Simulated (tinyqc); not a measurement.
Worked calculation: donors with valley-orbit split 1s states. Values are carried at full precision from step to step, so a last printed digit may differ when a step is redone from the rounded ones.

Each donor binds at most one electron, in any of its states. For a site s, W_s = sum over its states of g exp(E/kT), and the ionised share is 1/(1 + W_s exp(eta)), eta = (EF - Ec)/kT; n = Nc F_1/2(eta); neutrality n + NA = ND x (mean ionised share); holes are neglected. Nc from N = 2 (m kB T/(4 pi c))^(3/2) with c = hbar^2/2m0, in 1/angstrom^3; times 1e24 for 1/cm^3, m = md. F_j(eta) = (1/Gamma(j + 1)) integral_0^infinity x^j dx/(1 + exp(x - eta)), which tends to exp(eta) for eta << 0.

Constants: hbar^2/2m0 = 3.80998211 eV angstrom^2; kB = 8.617333262e-05 eV/K.

Inputs chosen for the exercise (near those of As in Si; shifted at random, so the results belong to these values and not to a real crystal): md = 1.058 m0 (density-of-states mass of the conduction band); E = (54.7, 34.6, 32.4) meV (binding energies of 1s(A1), 1s(T2), 1s(E)); g = (2, 6, 4) (their degeneracies with spin); T = 300 K; ND = 1.2e+16 1/cm^3 (donors); NA = 0 1/cm^3 (compensating acceptors, all ionised); mu0 = 61 cm^2/(V s) (mobility at heavy doping); mu1 = 1389 cm^2/(V s) (mobility at light doping and 300 K); Nr = 1.1e+17 1/cm^3 (reference doping); de = 0.72 (doping exponent); ga = 2.3 (temperature exponent).

## Partition sums of the neutral donor

Give each term g exp(E/kT), W_s, and the effective degeneracy W_s exp(-E_ground/kT).

Nc = 2.7309e+19 1/cm^3

terms: 1s(A1) 16.59, 1s(T2) 22.88, 1s(E) 14.01

W_s: donor 53.479

effective degeneracy: donor 6.446

The ground state alone would give 2 and all states together 12; here the excited states hold 69 % of the bound electrons.

## Neutrality

Solve for eta.

eta = -7.753
n = 1.17e+16 1/cm^3

ionised share: donor 0.978

n is 0.978 of ND - NA.

## Mobility and resistivity

Mobility (Caughey-Thomas form): mu = mu0 + (mu1 (T/300)^(-ga) - mu0)/(1 + ((ND + NA)/Nr)^de); rho = 1/(e n mu), e = 1.602176634e-19 C.

Compare with full ionisation, n = ND - NA.

mu = 1165.0 cm^2/(V s)
rho = 0.457 ohm cm
rho at full ionisation = 0.446 ohm cm

Incomplete ionisation raises rho by a factor 1.02.

## Checks

- n at ND = 1e13 1/cm^3 against the root of n^2 = (Nc/W)(ND - n) (1/cm^3): both 1.000e+13.

Program tinyqc; command `OMP_NUM_THREADS=1 python tinyqc.py 1680222 1680223 out.jsonl`; about 0.01 s on one thread of a shared Intel(R) Xeon(R) Processor @ 2.30GHz.
